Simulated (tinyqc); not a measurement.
From results back to parameters: delta-doped layer in the Thomas-Fermi potential. Five cases, with inputs chosen for the exercise.

Problem. The depth of the well was computed from a hidden sheet density.

All donors ionised in the plane z = 0, zero temperature, energies from the Fermi level EF of the Thomas-Fermi model, which lies at the bulk band edge; c = hbar^2/2m0, q = e^2/(4 pi eps0). Layer in a (001) plane: two valleys with m_z = ml, m_d = mt (unprimed) and four with m_z = mt, m_d = sqrt(ml mt) (primed); m3 = (ml mt^2)^(1/3), gv = 6. With n = (gv/3 pi^2)(m3 (-V)/c)^(3/2) and V'' = -(4 pi q/eps) n for z > 0, the solution is V = -b/(|z| + z0)^4 with sqrt(b) = 20/K, K = (4 pi q/eps)(gv/3 pi^2)(m3/c)^(3/2), and z0^5 = 4b/(e F0), e F0 = 2 pi q N/eps; 1e13/cm^2 = 1e-3/angstrom^2. Exchange and correlation are left out.

Constants: hbar^2/2m0 = 3.80998211 eV angstrom^2; e^2/(4 pi eps0) = 14.39964547 eV angstrom.

Find: b; z0; N.

Method. b does not depend on N; z0 = (b/depth)^(1/4), e F0 = 4b/z0^5 and N = eps e F0/(2 pi q).

Case 1.

Values chosen (out of a larger set: near those of a delta-doped layer in Si; not measured data): ml = 0.935 m0 (longitudinal mass); mt = 0.191 m0 (transverse mass); eps = 11.8 (dielectric constant).

depth = 0.076322 eV

Solution.

b = 6.716e+04 eV angstrom^4
z0 = 30.63 angstrom
N = 1.30 x 1e13/cm^2

Case 2.

Values chosen (out of a larger set: near those of a delta-doped layer in Si; not measured data): ml = 0.932 m0 (longitudinal mass); mt = 0.185 m0 (transverse mass); eps = 11.4 (dielectric constant).

depth = 0.215535 eV

Solution.

b = 6.703e+04 eV angstrom^4
z0 = 23.62 angstrom
N = 4.60 x 1e13/cm^2

Case 3.

Values chosen (out of a larger set: near those of a delta-doped layer in Si; not measured data): ml = 0.935 m0 (longitudinal mass); mt = 0.193 m0 (transverse mass); eps = 11.4 (dielectric constant).

depth = 0.125849 eV

Solution.

b = 6.139e+04 eV angstrom^4
z0 = 26.43 angstrom
N = 2.40 x 1e13/cm^2

Case 4.

Values chosen (out of a larger set: near those of a delta-doped layer in Si; not measured data): ml = 0.913 m0 (longitudinal mass); mt = 0.193 m0 (transverse mass); eps = 11.7 (dielectric constant).

depth = 0.129297 eV

Solution.

b = 6.623e+04 eV angstrom^4
z0 = 26.75 angstrom
N = 2.50 x 1e13/cm^2

Case 5.

Values chosen (out of a larger set: near those of a delta-doped layer in Si; not measured data): ml = 0.917 m0 (longitudinal mass); mt = 0.188 m0 (transverse mass); eps = 11.4 (dielectric constant).

depth = 0.105908 eV

Solution.

b = 6.597e+04 eV angstrom^4
z0 = 28.09 angstrom
N = 1.90 x 1e13/cm^2

Computed by tinyqc, one run a case: `OMP_NUM_THREADS=1 python tinyqc.py N N+1 out.jsonl` with N = 1252312, 1252398, 1252412, 1252449, 1252514; one thread of a shared Intel(R) Xeon(R) Processor @ 2.30GHz, about 0.2 s a run at most.
